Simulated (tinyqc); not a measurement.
# Input admittance of a MOSFET at zero drain bias: distributed channel and distributed gate: two studies

Source and drain grounded, strong inversion, w = 2 pi f, Cox = eps0 eox/tox. The channel is an RC line of resistance 1/(mu Cox Vo) per square fed from both ends, so one finger has the intrinsic admittance y = i w Cox L tanh(g)/g per width, g = (1/2) sqrt(i w tau), tau = L^2/(mu Vo). The vertical resistance rv/L is in series with y, the overlaps 2 i w Cov in parallel: y_t = 1/(1/y + rv/L) + 2 i w Cov. The gate strip is a line of Rsh/L per length loaded by y_t, so a finger has Y = y_t Wf tanh(k)/k, k = (Wf/sd) sqrt(y_t Rsh/L); the device has Nf Y.

Parameters, values chosen for the exercise; values of the order met in silicon radio-frequency transistors:
```
symbol  value        unit                                                                 meaning
eox       3.9              relative permittivity of the gate insulator (close to silicon dioxide)
tox       4.3          nm                                                     insulator thickness
L        0.29          um                                                          channel length
Wf        3.2          um                                                            finger width
Nf          8                                                                   number of fingers
mu        440  cm^2/(V s)                                                        channel mobility
Vo       0.62           V                                                          gate overdrive
Rsh        16  ohm/square                                            sheet resistance of the gate
rv          0    ohm um^2                                  vertical resistivity of the gate stack
sd          2                                       number of ends at which a finger is contacted
Cov      0.34       fF/um                             overlap and fringe capacitance on each side
f          62         GHz                                                               frequency
```

Constants: eps0 = 8.8541878128e-14 F/cm where lengths are in cm. Results are converted to the units shown.

Each table varies one quantity; the others keep the values above.

## Input impedance against frequency

Low-frequency limits, with c = Cox L and ct = c + 2 Cov: R_strip = Rsh Wf/(3 sd^2 L Nf), R_ch = (c/ct)^2 L/(12 mu Cox Vo Wf Nf), R_vert = (c/ct)^2 rv/(L Wf Nf), C = ct Wf Nf. Z = 1/(Nf Y) = R + 1/(i w C), Q = |Im Z|/R, far-point signal |1/cosh k|.

The same in every row: low-frequency R (ohm) = 4.421.

Results:
```
f (GHz)	w tau	|k|	R (ohm)	C (fF)	Q	signal at the far point
0.6	0.01162	0.04003	4.421	77.03	779.0	1.000
3	0.05811	0.08950	4.421	77.03	155.8	1.000
6	0.1162	0.1266	4.421	77.02	77.91	0.9999
10	0.1937	0.1634	4.420	77.02	46.75	0.9998
30	0.5811	0.2828	4.419	76.96	15.60	0.9980
60	1.162	0.3991	4.414	76.75	7.830	0.9920
100	1.937	0.5126	4.403	76.26	4.741	0.9787
300	5.811	0.8413	4.275	71.00	1.748	0.8704
```

Estimate the missing row, f = 1 GHz.

Computed row:
```
f (GHz)	w tau	|k|	R (ohm)	C (fF)	Q	signal at the far point
1	0.01937	0.05167	4.421	77.03	467.4	1.000
```

With this row back in the table: R falls from 4.42 to 4.27 ohm and C falls from 77.0 to 71.0 fF. Q goes as f^(-1.00) between the first two rows and f^(-0.91) between the last two, where w tau = 5.81 and |k| = 0.841. The low-frequency limits hold both R and C within 5 % up to f = 100 GHz among the rows.

## Effect of the channel length

Same model as above.

Results:
```
L (um)	w tau	|k|	R (ohm)	low-frequency R (ohm)	C (fF)	Q	signal at the far point
0.03	0.01285	0.6999	17.78	17.81	23.45	6.156	0.9805
0.058	0.04804	0.5614	9.332	9.338	29.27	9.399	0.9916
0.11	0.1728	0.4762	5.368	5.370	39.97	11.96	0.9948
0.22	0.6912	0.4208	4.126	4.129	62.52	9.952	0.9938
0.8	9.139	0.3281	9.838	10.39	158.9	1.642	0.9733
1.6	36.56	0.2187	13.93	21.78	161.5	1.141	0.9846
3	128.5	0.1590	13.49	42.34	157.0	1.212	0.9920
```

Estimate the missing row, L = 0.42 um.

Computed row:
```
L (um)	w tau	|k|	R (ohm)	low-frequency R (ohm)	C (fF)	Q	signal at the far point
0.42	2.519	0.3870	5.561	5.592	102.3	4.511	0.9857
```

With this row back in the table: As L goes from 0.03 to 3, R moves up and down between 4.13 and 17.8 ohm, C goes from 23.5 through a maximum of 162 (at L = 1.6 among the rows listed) to 157 fF and Q moves up and down between 1.14 and 12.0.

tinyqc, about 0.01 s, one thread, Intel Xeon 2.30GHz (shared host): `OMP_NUM_THREADS=1 python tinyqc.py 2262191 2262192 out.jsonl`
